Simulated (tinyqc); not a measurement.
One anharmonic mode: perturbation theory, self-consistent phonons and exact levels: one step, computed by the program tinyqc. Command: `OMP_NUM_THREADS=1 python tinyqc.py 3012899 3012900 out.jsonl scp walk`. One thread of a shared host (Intel(R) Xeon(R) Processor @ 2.30GHz), about 0.04 s of CPU time with the checks.

V(x) = k x^2/2 + b x^4 for one coordinate x of mass M. A constant K > 0 gives hbar Omega = sqrt((hbar^2/u) K/M) with K in eV/angstrom^2 and M in u.

Task: Self-consistent results. Self-consistent phonon, centred at x = 0: K = k + 12 b <x^2>, <x^2> = (hbar Omega/(2K)) coth(hbar Omega/(2 k_B T)). Its free energy is F = k_B T ln[2 sinh(hbar Omega/(2 k_B T))] + (k - K)<x^2>/2 + 3 b <x^2>^2, an upper bound to the exact one.

Inputs (values chosen for the exercise, for a model mode): mode mass M = 58.3 u; harmonic constant k = -15.9 eV/angstrom^2; quartic constant b = 714 eV/angstrom^4; temperature T = 640 K.

Shape: double well.

self-consistent K = 15.50292 eV/angstrom^2

Constants: hbar^2/u = 4.18015928e-03 eV angstrom^2; k_B = 8.617333262e-05 eV/K.

Give: self-consistent quantum; self-consistent <x^2>; self-consistent free energy.

Result:

self-consistent quantum = 33.34 meV

self-consistent <x^2> = 0.003665 angstrom^2

self-consistent free energy = -55.69 meV
